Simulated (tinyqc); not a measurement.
Inside a calculation. Method: RHF in the 6-31g basis, for H2, spin multiplicity 1. One step of it, computed by the program tinyqc.

Problem. Iteration 3: diagonalisation and new density. Diagonalise F' = X^T F X, C = X C', fill 1 alpha and 1 beta electrons from the bottom; D = 2 C_occ C_occ^T; the new density keeps 0.5 of the old one (damping). Each column has its largest component positive (the first on a tie).

extrapolated F (hartree):
```
           1H 1s      1H 2s      2H 1s      2H 2s
1H 1s   0.024499  -0.472617  -0.498586  -0.474187
1H 2s  -0.472617  -0.331076  -0.474187  -0.373839
2H 1s  -0.498586  -0.474187   0.024499  -0.472617
2H 2s  -0.474187  -0.373839  -0.472617  -0.331076
```

X:
```
               1          2          3         4
1H 1s  -0.702687   0.826065   0.791220  0.271021
1H 2s   1.930974  -0.677677   0.287927  0.330365
2H 1s   0.702687   0.826065  -0.791220  0.271021
2H 2s  -1.930974  -0.677677  -0.287927  0.330365
```

D after iteration 2:
```
          1H 1s     1H 2s     2H 1s     2H 2s
1H 1s  0.237508  0.180280  0.237508  0.180280
1H 2s  0.180280  0.148644  0.180280  0.148644
2H 1s  0.237508  0.180280  0.237508  0.180280
2H 2s  0.180280  0.148644  0.180280  0.148644
```

overlap S:
```
          1H 1s     1H 2s     2H 1s     2H 2s
1H 1s  1.000000  0.658292  0.363341  0.469702
1H 2s  0.658292  1.000000  0.469702  0.812956
2H 1s  0.363341  0.469702  1.000000  0.658292
2H 2s  0.469702  0.812956  0.658292  1.000000
```

Give: F' = X^T F X; orbital energies; coefficients C; D after iteration 3.

Solution.

F' = X^T F X (hartree):
```
         1        2        3        4
1   0.8269   0.0000  -0.5299   0.0000
2   0.0000   0.8256   0.0000  -0.0656
3  -0.5299   0.0000   0.6635   0.0000
4   0.0000  -0.0656   0.0000  -0.5626
```

orbital energies (hartree): MO1 -0.5657, MO2 0.2090, MO3 0.8287, MO4 1.2814

coefficients C:
```
          MO1      MO2      MO3      MO4
1H 1s  0.3096   0.1432   0.8124  -1.0485
1H 2s  0.2981   1.4756  -0.6925   1.2784
2H 1s  0.3096  -0.1432   0.8124   1.0485
2H 2s  0.2981  -1.4756  -0.6925  -1.2784
```

D after iteration 3:
```
        1H 1s   1H 2s   2H 1s   2H 2s
1H 1s  0.2146  0.1824  0.2146  0.1824
1H 2s  0.1824  0.1632  0.1824  0.1632
2H 1s  0.2146  0.1824  0.2146  0.1824
2H 2s  0.1824  0.1632  0.1824  0.1632
```
